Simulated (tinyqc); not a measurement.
Worked calculation: pair-potential crystal by lattice sums. Computed by tinyqc, a small Python program that keeps every step. Command: `OMP_NUM_THREADS=1 python tinyqc.py 3011918 3011919 out.jsonl pairsum walk`. One thread of a shared host (Intel(R) Xeon(R) Processor @ 2.30GHz), about 0.02 s of CPU time with the checks. Intermediate numbers are printed to about 6 digits and carried at full precision; extremes and crossings named in words are read from the listed rows.

Energy per atom E = (1/2) sum over neighbours of phi(r); d is the nearest-neighbour distance.

Inputs (values chosen for the exercise, for model atoms):
```
quantity,value,unit
well depth eps,0.0884,eV
pair minimum r0,2.34,angstrom
cut-off r_c/r0,2.63,-
trial neighbour distance d/r0,0.996,-
stiffness alpha r0,6.8,-
```

Potential: Morse. Structure: sc.

Constants: 1 eV/angstrom^3 = 160.2176634 GPa.

## Shell sums at the trial distance

phi0(r) = eps [exp(-2 alpha (r - r0)) - 2 exp(-alpha (r - r0))]; shifted-force cut-off: phi(r) = phi0(r) - phi0(r_c) - (r - r_c) phi0'(r_c) for r < r_c, zero beyond. Shells (distance in units of d, count): fcc 1.0000 (12), 1.4142 (6), 1.7321 (24), 2.0000 (12), 2.2361 (24), 2.4495 (8), 2.6458 (48), 2.8284 (6), 3.0000 (36), 3.1623 (24); hcp 1.0000 (12), 1.4142 (6), 1.6330 (2), 1.7321 (18), 1.9149 (12), 2.0000 (6), 2.2361 (12), 2.3805 (12), 2.4495 (6), 2.5166 (6), 2.5820 (12), 2.6458 (24), 2.7080 (6), 2.8868 (12), 3.0000 (12), 3.1091 (24), 3.1623 (12); bcc 1.0000 (8), 1.1547 (6), 1.6330 (12), 1.9149 (24), 2.0000 (8), 2.3094 (6), 2.5166 (24), 2.5820 (24), 2.8284 (24), 3.0000 (32); sc 1.0000 (6), 1.4142 (12), 1.7321 (8), 2.0000 (6), 2.2361 (24), 2.4495 (24), 2.8284 (12), 3.0000 (30), 3.1623 (24); diamond 1.0000 (4), 1.6330 (12), 1.9149 (12), 2.3094 (6), 2.5166 (12), 2.8284 (24), 3.0000 (16). Volumes per atom in d^3: fcc 0.70711, hcp 0.70711, bcc 0.76980, sc 1.00000, diamond 1.53960; hcp has the ideal c/a. Every shell inside the cut-off is summed. List each shell within the cut-off.

Shells:
```
shell,count,r (angstrom),phi (eV),phi' (eV/angstrom),phi'' (eV/angstrom^2)
1,6,2.33064,-0.0882999,-0.0145651,1.61880
2,12,3.29602,-0.0106216,0.0299394,-0.08126
3,8,4.03679,-0.0012526,0.0036750,-0.01062
4,6,4.66128,-0.0001933,0.0005956,-0.00175
5,24,5.21147,-0.0000319,0.0001142,-0.00035
6,24,5.70888,-0.0000037,0.0000209,-0.00008
```

## Energy and virial pressure

E = (1/2) sum count x phi; P = -(1/(6 Omega)) sum count x r phi', Omega = 1.000000 d^3.

energy at the trial distance = -0.334646 eV/atom

pressure at the trial distance = -2.38978 GPa

The pressure is negative, so the lattice wants to contract.

## Equilibrium

Equilibrium: dE/dd = 0 at the lowest minimum with d between 0.78 r0 and 1.45 r0; B = d^2 E''(d)/(9 Omega). Unrelaxed vacancy: removing an atom breaks its bonds (2|E|) and placing it on the surface returns |E|, so E_v = |E|.

equilibrium distance d = 2.27976 angstrom

energy per atom = -0.341320 eV

bulk modulus B = 46.7340 GPa

unrelaxed vacancy energy = 0.341320 eV

d is 2.6 % shorter than r0, because further shells pull and the first shell must push back.

## Elastic constants

At zero stress C_ijkl = (1/(2 Omega)) sum (phi'' - phi'/r) R_i R_j R_k R_l / r^2 over all neighbours, on cube axes; so C44 = C12 (Cauchy relation). C' = (C11 - C12)/2.

C11 = 158.528 GPa

C12 = C44 = -9.16297 GPa

C' = 83.8455 GPa

C44 is negative: the structure is unstable against a simple shear.

## Ranking of structures

The formulas are those given above.

Each structure at its own equilibrium:
```
structure,neighbours,d (angstrom),E (eV/atom),volume (angstrom^3),B (GPa)
fcc,12,2.31709,-0.579126,8.7965,107.545
hcp,12,2.31705,-0.579233,8.7961,107.577
bcc,8,2.26934,-0.544860,8.9965,98.760
sc,6,2.27976,-0.341320,11.8486,46.734
diamond,4,2.31314,-0.194011,19.0552,16.574
```

The order is hcp < fcc < bcc < sc < diamond; hcp lies 0.11 meV below fcc. fcc (-0.579126 eV) and hcp (-0.579233 eV) share two shells and differ from the third on. Pair forces reward the number of bonds: diamond reaches only 33 % of the best binding. Caution: each structure is relaxed in d alone and may be unstable against shear; the tiny fcc-hcp difference depends on the cut-off.

Checks made by the program: virial pressure against -dE/dV (relative difference 1e-08); (C11 + 2 C12)/3 against the curvature of E(d) (relative difference 9e-10).
